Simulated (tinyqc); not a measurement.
# Worked calculation: input admittance of a MOSFET at zero drain bias: distributed channel and distributed gate

tinyqc, about 0.01 s, one thread, Intel Xeon 2.30GHz (shared host): `OMP_NUM_THREADS=1 python tinyqc.py 2262092 2262093 out.jsonl` Printed values are rounded.

Source and drain grounded, strong inversion, w = 2 pi f, Cox = eps0 eox/tox. The channel is an RC line of resistance 1/(mu Cox Vo) per square fed from both ends, so one finger has the intrinsic admittance y = i w Cox L tanh(g)/g per width, g = (1/2) sqrt(i w tau), tau = L^2/(mu Vo). The vertical resistance rv/L is in series with y, the overlaps 2 i w Cov in parallel: y_t = 1/(1/y + rv/L) + 2 i w Cov. The gate strip is a line of Rsh/L per length loaded by y_t, so a finger has Y = y_t Wf tanh(k)/k, k = (Wf/sd) sqrt(y_t Rsh/L); the device has Nf Y.

Inputs (values chosen for the exercise); values of the order met in silicon radio-frequency transistors:
```
symbol  value        unit                                                                 meaning
eox      24.8              relative permittivity of the gate insulator (close to zirconium oxide)
tox        14          nm                                                     insulator thickness
L         0.9          um                                                          channel length
Wf        1.4          um                                                            finger width
Nf          8                                                                   number of fingers
mu        220  cm^2/(V s)                                                        channel mobility
Vo       0.42           V                                                          gate overdrive
Rsh       7.3  ohm/square                                            sheet resistance of the gate
rv        7.5    ohm um^2                                  vertical resistivity of the gate stack
sd          1                                       number of ends at which a finger is contacted
Cov      0.28       fF/um                             overlap and fringe capacitance on each side
f         3.5         GHz                                                               frequency
```

Constants: eps0 = 8.8541878128e-14 F/cm where lengths are in cm. Results are converted to the units shown.

## Low-frequency resistances and capacitance

Low-frequency limits, with c = Cox L and ct = c + 2 Cov: R_strip = Rsh Wf/(3 sd^2 L Nf), R_ch = (c/ct)^2 L/(12 mu Cox Vo Wf Nf), R_vert = (c/ct)^2 rv/(L Wf Nf), C = ct Wf Nf.

parts (ohm): strip 0.473148, channel 42.7471, vertical 0.688349
sum = 43.9086 ohm
C = 164.372 fF
1/(2 pi R C) = 22.0517 GHz

The channel term is the largest, 97.4 % of the sum.

## Admittance of the channel and stack per width

tau, g, c = Cox L, y and y_t as defined.

tau = 87.6623 ps
g = 0.490891+0.490891i
c = 14.1161 fF/um
y = 48.064+301.168i uS/um
y_t = 48.800+313.240i uS/um

w tau = 1.93, and Im y is 0.970 of w c.

## Input impedance of the device

k and Y as defined; Z = 1/(Nf Y) = R + 1/(i w C); Q = |Im Z|/R; signal at the point farthest from a contact |1/cosh k|.

k = 0.0539245+0.0461741i
Nf Y = 0.55223+3.50647i mS
R = 43.8270 ohm
C = 163.404 fF
Q = 6.34963
signal at the far point = 0.999610

R is 0.19 % below its low-frequency limit and C is 0.59 % below its own.
